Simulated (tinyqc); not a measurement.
# Polarisation and half-bias from two TMR values

Question. A tunnel junction has TMR = TMR0/(1 + (V/Vh)^2), TMR0 = 2 P1 P2/(1 - P1 P2). Find TMR0, Vh and P2.

Values chosen for this exercise: spin polarisation of the reference layer P1 = 0.52.

TMR at 0.1 and 0.4 V (%): [69.608623, 45.349113]

Solution. 1/TMR is linear in V^2, and P1 P2 = TMR0/(2 + TMR0).

TMR0 = 72.18 %
Vh = 0.5200 V
P2 = 0.5100

Computed by the program tinyqc: `OMP_NUM_THREADS=1 python tinyqc.py 2450011 2450012 out.jsonl`, one thread of a shared Intel Xeon 2.30GHz, about 0.01 s for the whole run.
